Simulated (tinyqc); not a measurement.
Sheet resistance and Hall data of a diffused or implanted layer: one step, computed by the program tinyqc.

Carriers are taken equal to the net active doping down to the junction (full ionisation, which deep dopants in wide-gap hosts do not reach; no spill-over, no depletion), and the Hall factor is 1.

Problem. What the probes read. Collinear four-point probe on a large thin layer: V = I R_s ln(2)/pi. Van der Pauw on a symmetric sample: R = R_s ln(2)/pi as well. Hall voltage V_H = I B/(e x Hall sheet density); tangent of the Hall angle V_H/(I R_s).

Inputs (values chosen for the exercise, modelled on phosphorus in silicon): probe current I = 0.1 mA; magnetic field B = 0.3 T.

Profile: buried Gaussian (implant). Activation: limited by solubility.

sheet resistance R_s = 74.46697 ohm

Hall sheet density = 1.119132e+15 1/cm^2

Constants: e = 1.602176634e-19 C.

Give: four-point voltage; Hall voltage; tangent of the Hall angle.

Solution.

four-point voltage = 1.643 mV

Hall voltage = 0.01673 mV

tangent of the Hall angle = 0.002247
